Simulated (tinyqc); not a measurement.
Width of the well: finite square well with mass mismatch (envelope functions).

A square well of width L and depth V0, mass mw inside and mb outside, energies from the bottom of the well, c = hbar^2/2m0. k = sqrt(mw E/c), kappa = sqrt(mb (V0 - E)/c). psi and psi'/m are continuous at the walls (BenDaniel-Duke), so level n solves k L + 2 atan[(k/mw)/(kappa/mb)] = n pi.

Constants: hbar^2/2m0 = 3.80998211 eV angstrom^2.

Inputs chosen for the exercise (near those of the light valleys of a Si film in SiO2; shifted at random, so the results belong to these values and not to a real crystal):

| symbol | value | unit | meaning |
|---|---|---|---|
| V0 | 3.228 | eV | barrier height |
| mw | 0.191 | m0 | mass in the well |
| mb | 0.503 | m0 | mass in the barrier |
| Ls | (8, 10, 12, 16, 20, 24, 31) | angstrom | widths |

Levels against L, beside the infinite well E1(hard) = c (pi/L)^2/mw; Pb is the probability of level 1 in the barriers; a dash marks an unbound level.

Levels:

| L (angstrom) | bound levels | E1 (eV) | E2 (eV) | E1(hard) (eV) | Pb |
|---|---|---|---|---|---|
| 8 | 2 | 0.8218 | 3.2172 | 3.0762 | 0.115 |
| 10 | 2 | 0.6368 | 2.6957 | 1.9687 | 0.080 |
| 12 | 2 | 0.5091 | 2.1674 | 1.3672 | 0.058 |
| 16 | 3 | 0.3482 | 1.4623 | 0.7690 | 0.034 |
| 20 | 3 | 0.2538 | 1.0516 | 0.4922 | 0.021 |
| 24 | 4 | 0.1935 | 0.7940 | 0.3418 | 0.014 |
| 31 | 4 | 0.1298 | 0.5271 | 0.2049 | 0.008 |

What can be read from this table?

The infinite well overestimates E1 by a factor 3.74 at 8 angstrom and 1.58 at 31 angstrom. The local exponent d ln E1/d ln L goes from -1.14 (first two rows) to -1.56 (last two), towards the -2 of hard walls, as Pb falls from 0.115 to 0.008. E2 - E1 is largest at 8 angstrom of the widths listed. Non-parabolicity, which grows with the level, already counts at a few tenths of an eV, and levels above about 0.5 eV lie beyond a parabolic band.

Program tinyqc; command `OMP_NUM_THREADS=1 python tinyqc.py 1252348 1252349 out.jsonl`; about 0.01 s on one thread of a shared Intel(R) Xeon(R) Processor @ 2.30GHz.
